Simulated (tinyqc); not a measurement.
Convergence with the size of the ring: vibrations of a mass or spring defect in a linear chain. Computed by tinyqc, a small Python program. Command: `OMP_NUM_THREADS=1 python tinyqc.py 3026528 3026529 out.jsonl localmode walk`. One thread of a shared host (Intel(R) Xeon(R) Processor @ 2.30GHz), about 0.01 s of CPU time with the checks.

A ring of N atoms with nearest-neighbour springs k and motion along the chain. Atom 1 is the defect, of mass M', and its two springs are k'. Odd sites are A (the defect replaces an A atom), even sites B.

Inputs (values chosen for the exercise, for a model chain):
```
quantity                         value           unit
spring constant k                 4.08  eV/angstrom^2
mass M_A                          92.6              u
mass M_B                          36.2              u
defect mass M'                     544              u
spring ratio k'/k at the defect    1.2              -
```

Host: diatomic.

Constants: nu for 1 eV/(angstrom^2 u) = 15.6333042 THz.

Method:
- Host bands: lambda from 0 to 2k/M(heavy) and from 2k/M(light) to 2k (1/M_A + 1/M_B).
- nu = 15.6333042 THz x sqrt(lambda), lambda in eV/(angstrom^2 u).
- D_ii = (sum of the two springs at i)/M_i, D_ij = -k_ij/sqrt(M_i M_j) for neighbours, closed into a ring.
- The same matrix for 120 atoms; amplitudes are the mass-weighted eigenvector, in size, relative to the defect, for the highest mode; its weight is the squared component of the normalised eigenvector on the defect.

band edges (THz): 0.00000  4.64077  7.42235  8.75375

ratio to the top of the host band = 0.999936

Highest mode:
```
N    frequency (THz)  weight on the defect  modes outside the bands
4             8.6022            2.4101e-02                        0
6             8.6651            1.2533e-02                        0
8             8.6943            7.5165e-03                        0
12            8.7210            3.3902e-03                        0
20            8.7392            1.0909e-03                        0
40            8.7494            1.9103e-04                        0
80            8.7525            2.8503e-05                        0
120           8.7532            8.9611e-06                        0
```

What does the comparison show, and why?

The weight of the highest mode on the defect goes from 2.4101e-02 in a ring of 4 atoms to 8.9611e-06 in one of 120.

Extremes, crossings and ranges named in words are read from the listed rows.
